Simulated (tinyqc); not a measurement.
Bond angle at oxygen: bond unit of a tetrahedral oxide and its oxygen vacancy in tight binding.

Two sp3 hybrids h1, h2 at eh = (es + 3 ep)/4 point at one oxygen with orbitals s, px, py, pz; x joins the two cations, z bisects the angle phi, and th = (180 - phi)/2. With u = hbar^2/(m d^2) = 2c/d^2, c = hbar^2/2m0: Vhs = -(1.32 + sqrt3 x 1.42) u/2 and Vhp = (1.42 + sqrt3 x 2.22) u/2. <h|s> = Vhs for both; <h1|px> = Vhp cos(th), <h2|px> = -Vhp cos(th); <h|pz> = Vhp sin(th) for both; py is a lone pair. The unit holds 8 electrons. Coupling between units, which widens the levels into bands, is left out.

Constants: hbar^2/2m0 = 3.80998211 eV angstrom^2.

Values chosen for the exercise (near tabulated values for SiO2; the results hold for these values, not for the real material):
```
symbol  value   unit      meaning
es      -14.89  eV        s level of the cation
ep      -7.74   eV        p level of the cation
eos     -34.22  eV        s level of oxygen
eop     -16.86  eV        p level of oxygen
d       1.62    angstrom  cation-oxygen distance
```

phi is varied at fixed d. Levels above eop; cation-cation distance 2 d cos(th); band energy is twice the sum of the four filled levels, relative to phi = 180; excess on O is the number of electrons on oxygen less 6.

Against phi:
```
phi (deg),distance (angstrom),level 2,level 3,level 5,level 6,excess on O,band energy (eV)
110,2.654,-5.918,-2.715,12.443,13.250,0.902,-2.087
120,2.806,-6.388,-2.169,11.857,13.720,0.929,-1.856
130,2.936,-6.794,-1.632,11.284,14.127,0.967,-1.523
140,3.045,-7.133,-1.124,10.747,14.466,1.014,-1.126
150,3.130,-7.400,-0.674,10.273,14.733,1.066,-0.713
160,3.191,-7.593,-0.315,9.898,14.925,1.116,-0.347
170,3.228,-7.709,-0.081,9.653,15.042,1.154,-0.092
180,3.240,-7.748,0.000,9.569,15.081,1.168,0.000
```

Bending moves coupling from px to pz: level 2 rises from -7.75 to -5.92 eV and level 3 falls from 0.00 to -2.72 eV between 180 and 110 degrees. The lowest empty level is lowest at 180 degrees (9.57 eV) and highest at 110 (12.44 eV), so a spread of angles in a glass smears the conduction edge. The band energy is lowest at 110 degrees of those listed (-2.09 eV); the repulsion of the cations, not included, opposes bending.

Computed by tinyqc, a small Python program: `OMP_NUM_THREADS=1 python tinyqc.py 1452219 1452220 out.jsonl` (the numbers bound the seed that draws the inputs); one thread of a shared host (Intel(R) Xeon(R) Processor @ 2.30GHz), about 0.01 s for the whole set of steps.
